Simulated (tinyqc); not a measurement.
From results back to parameters: linear model of a band gap against the share of exact exchange. Two cases, with inputs chosen for the exercise.

Problem. Gap and optical dielectric constant were computed at two shares alpha. They follow E = E0 + S alpha and eps = 1 + (e0 - 1)(EP/(EP + S alpha))^2.

Find: S; E0; EP; e0.

Method. The two gaps give S and E0. With q = sqrt((eps1 - 1)/(eps2 - 1)) = (EP + S alpha2)/(EP + S alpha1), EP = S (alpha2 - q alpha1)/(q - 1); e0 follows from either eps.

Case 1.

Values chosen (out of a larger set: of the order of those of diamond; not measured data): al12 = (0.35, 0.4) (two shares of exact exchange).

gaps (eV): 6.83450  7.22800

eps: 5.141425  5.032948

Solution.

S = 7.87 eV
E0 = 4.08 eV
EP = 26.7 eV
e0 = 6.04

Case 2.

Values chosen (out of a larger set: of the order of those of SiO2; not measured data): al12 = (0.15, 0.2) (two shares of exact exchange).

gaps (eV): 6.89700  7.38600

eps: 2.348881  2.309029

Solution.

S = 9.78 eV
E0 = 5.43 eV
EP = 30.9 eV
e0 = 2.48

Computed by tinyqc, one run a case: `OMP_NUM_THREADS=1 python tinyqc.py N N+1 out.jsonl` with N = 1850021, 1850041; one thread of a shared Intel(R) Xeon(R) Processor @ 2.30GHz, about 0.01 s a run at most.
